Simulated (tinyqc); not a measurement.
# CMOS inverter, nodal equation and switching: two studies

An n-channel pull-down (bn, VTn) and a p-channel pull-up (bp, VTp) share the input Vin and the output node Vout, which carries the load C. Transistor (EKV form, voltages against the body): I = 2 n b Vt^2 [F(vp - Vs) - F(vp - Vd)] from drain to source, F(v) = ln^2(1 + exp(v/(2 Vt))), vp = (Vg - VT + sg |Vd - Vs|)/n. n-channel bodies are at 0; for the p-channel device all voltages are counted down from Vdd. b in uA/V^2 gives I in uA. Static: In = Ip. Transient: C dVout/dt = Ip - In. No velocity saturation, no gate capacitance beyond C.

Values chosen for this exercise:
- T = 293 K (temperature)
- Vdd = 0.9 V (supply voltage)
- n = 1.32 (slope factor)
- sg = 0.028 (drain-induced barrier lowering)
- VTn = 0.26 V (n-channel threshold)
- VTp = 0.41 V (p-channel threshold (magnitude))
- bn = 160 uA/V^2 (gain factor of the pull-down transistor)
- bp = 160 uA/V^2 (gain factor of the pull-up transistor)
- C = 2.3 fF (load capacitance)

Constants: q = 1.602176634e-19 C, kB = 1.380649e-23 J/K, Vt = kB T/q. Results are converted to the units shown.

Each table varies one quantity; the others keep the values above.

## Energy per operation against supply voltage

For a step input the delay to Vdd/2 is tHL = C times the integral of dV/(In - Ip) from Vdd/2 to Vdd at Vin = Vdd, and tLH likewise with Ip - In from 0 to Vdd/2 at Vin = 0. A chain of 100 such gates sets the cycle time tc = 100 (tHL + tLH)/2; per gate and cycle the switching energy is 0.05 C Vdd^2 and the leakage energy Vdd Ileak tc, Ileak the mean supply current at Vin = 0 and Vdd.

Energy per operation against supply voltage:
```
Vdd (V)  tc (ns)  switching (aJ)  leakage (aJ)  total (aJ)
0.2      2.623e4           4.600         335.9       340.5
0.25        6483           7.188         108.8       116.0
0.3         1820           10.35         38.25       48.60
0.35       562.4           14.09         14.38       28.47
0.4        200.1           18.40         6.096       24.50
0.5        44.11           28.75         1.825       30.58
0.6        18.03           41.40        0.9727       42.37
0.8        7.035           73.60        0.5973       74.20
1          4.183           115.0        0.5239       115.5
```

What does the comparison show, and why?

The total energy goes from 341 through a minimum of 24.5 (at Vdd = 0.4 V among the rows listed) to 116 aJ, while the cycle time falls from 26200 to 4.18 ns. Leakage makes up 99 % of the total in the first row and 0.45 % in the last. Below threshold the cycle lengthens exponentially and leakage flows for all of it, hence the minimum. Lower supplies are left out, since the output no longer swings to within 20 % of both rails. For Vdd = 0.8 to 1 V the overdrive passes 0.5 V, where velocity saturation, left out here, would lengthen the delays of short devices. For Vdd = 0.2 to 0.4 V the supply is below a threshold, where mismatch, left out here, dominates margins and delay.

## Effect of the drain-induced barrier lowering

Same model as above.

VM solves In = Ip with Vin = Vout; VIL and VIH are the inputs of gain -1, NML = VIL - Vout(VIH), NMH = Vout(VIL) - VIH.

Result of one run:
```
sg    VM (V)  gain at VM  NML (V)  NMH (V)  tHL (ps)  tLH (ps)
0.13  0.3836      -7.692   0.2399   0.3899     32.40     51.30
```

What becomes of these results when the drain-induced barrier lowering sg is changed from 0.13 to 0.01, all else the same?

Result of the changed run:
```
sg    VM (V)  gain at VM  NML (V)  NMH (V)  tHL (ps)  tLH (ps)
0.01  0.3757      -99.95   0.3055   0.4555     40.87     69.20
```

The whole series:
```
sg    VM (V)  gain at VM  NML (V)  NMH (V)  tHL (ps)  tLH (ps)
0.01  0.3757      -99.95   0.3055   0.4555     40.87     69.20
0.04  0.3779      -25.00   0.2891   0.4391     38.45     63.91
0.07  0.3799      -14.28   0.2727   0.4227     36.25     59.22
0.1   0.3818      -9.999   0.2563   0.4063     34.24     55.04
0.13  0.3836      -7.692   0.2399   0.3899     32.40     51.30
0.16  0.3853      -6.249   0.2237   0.3737     30.72     47.94
0.19  0.3870      -5.263   0.2076   0.3576     29.17     44.91
0.22  0.3885      -4.545   0.1916   0.3416     27.75     42.16
```

As sg goes from 0.01 to 0.22, VM rises from 0.376 to 0.389 V, the size of the gain falls from 100 to 4.54, tHL falls from 40.9 to 27.7 ps and tLH falls from 69.2 to 42.2 ps. The smaller margin is largest, 0.305 V, at sg = 0.01 among the rows. Barrier lowering gives both transistors an output conductance, which caps the gain. In every row the overdrive passes 0.5 V, where velocity saturation, left out here, would lengthen the delays of short devices.

Program tinyqc, `OMP_NUM_THREADS=1 python tinyqc.py 2340064 2340065 out.jsonl`; Intel Xeon 2.30GHz, shared host, one thread, about 0.03 s.
